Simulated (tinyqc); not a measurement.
Band folding and unfolding in a supercell of a chain: sweeps and comparisons. A value that a table varies takes the place of the one given here.

A chain with hopping -t and n = 2 sites a supercell. H(K) has v_j on the diagonal, -t between neighbours and -t exp(2 pi i K) on the bond that closes the cell (from the last site to the first of the next cell). The point K holds the n wave vectors k_m = (K + m)/n of the primitive zone, in 2 pi/a, m = 0 to n - 1, with E0 = -2t cos(2 pi k_m). The unfolding weight of a state c on k_m is |sum_j c_j exp(-2 pi i k_m j)|^2/n, j = 0 to n - 1.

Parameters, chosen for this exercise:

| symbol | value | unit | meaning |
|---|---|---|---|
| t | 1.7 | eV | hopping |
| v | (0.37, 0) | eV | site energies in the supercell |
| Kq | 0.43 | 2 pi/(n a) | wave vector in the small zone |

## From folded lines to real minibands

The potential is scaled by x. For the lowest level at K: energy, second-order estimate E0(k_0) + x V_0 - x^2 sum_m |V_m|^2/(E0(k_m) - E0(k_0)), weight on k_0, and width of the lowest miniband between K = 0 and 1/2.

Lowest level:

| x | E (eV) | second order (eV) | weight on k_0 | miniband width (eV) |
|---|---|---|---|---|
| 0.00 | -0.7417 | -0.7417 | 1.000 | 3.4000 |
| 0.25 | -0.6969 | -0.6969 | 0.999 | 3.3541 |
| 0.50 | -0.6549 | -0.6550 | 0.996 | 3.3088 |
| 1.00 | -0.5794 | -0.5798 | 0.985 | 3.2200 |
| 1.50 | -0.5144 | -0.5161 | 0.968 | 3.1338 |
| 2.00 | -0.4589 | -0.4640 | 0.947 | 3.0501 |
| 3.00 | -0.3714 | -0.3943 | 0.900 | 2.8900 |
| 4.00 | -0.3077 | -0.3708 | 0.854 | 2.7396 |

Second order is -0.3 meV off at x = 1 and -23 meV at x = 3. The weight on the parent k falls to 0.99 at x = 1 and 0.85 at x = 4, and the miniband narrows from 3.400 to 2.740 eV as the state gathers on the low sites. While the weight stays near one the primitive band is still the right picture and the folded copies carry little spectral weight.

## What each change does

The two lowest levels at K and the weight of the lowest on k_0. Each row changes one parameter from the base and keeps the others.

Results:

| case | level 1 (eV) | level 2 (eV) | weight |
|---|---|---|---|
| base | -0.5794 | 0.9494 | 0.9851 |
| t = 1.87 eV | -0.6516 | 1.0216 | 0.9876 |
| v = (-0.37, 0) eV | -0.9494 | 0.5794 | 0.9851 |
| Kq = 0.285 2 pi/(n a) | -1.9489 | 2.3189 | 0.9981 |

The largest shifts from the base row, up to three for each result and ties (the steps differ in size, so this ranks the rows, not the parameters). level 1 (eV): Kq -1.3694, v -0.3700, t -0.0722. level 2 (eV): Kq +1.3694, v -0.3700, t +0.0722. weight: Kq +0.0130, t +0.0025; unchanged at the printed digits by v.

(tinyqc, `OMP_NUM_THREADS=1 python tinyqc.py 1481294 1481295 out.jsonl`, Intel(R) Xeon(R) Processor @ 2.30GHz, 1 thread, shared host, about 0.01 s.)
